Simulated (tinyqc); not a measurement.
Current crowding under a contact, resistor ladder against the transmission-line model: one step of the calculation.

A metal contact of length d and width W on a thin layer of the same width. The metal has no resistance, the sheet resistance under it equals Rsh, and current enters the layer at the front edge x = 0.

Task. The transmission-line result. Transfer length Lt = sqrt(rc/Rsh); front resistance Rc = (Rsh Lt/W) coth(d/Lt); end resistance Re = (Rsh Lt/W)/sinh(d/Lt). v(x) = I (Rsh Lt/W) cosh((d - x)/Lt)/sinh(d/Lt) at the cell centres x = (i - 1/2) d/n.

Values chosen for this exercise: sheet resistance of the semiconductor layer Rsh = 150 ohm/sq; specific contact resistivity rc = 1.8e-6 ohm cm^2; contact length d = 2.3 um; contact width W = 16 um; cells n = 10; current I = 5 mA.

Wanted: Lt; Rc; Re; v(x).

Result.

Lt = 1.095 um
Rc = 10.58 ohm
Re = 2.555 ohm

```
cell,v(x) (mV)
1,47.81
2,39.12
3,32.16
4,26.63
5,22.28
6,18.91
7,16.38
8,14.57
9,13.41
10,12.84
```

The ladder's Rc is 0.57 % above this value, with cells 0.21 Lt long.

Numbers from tinyqc (`OMP_NUM_THREADS=1 python tinyqc.py 2760145 2760146 out.jsonl`; about 0.01 s on one thread of a shared Intel Xeon 2.30GHz).
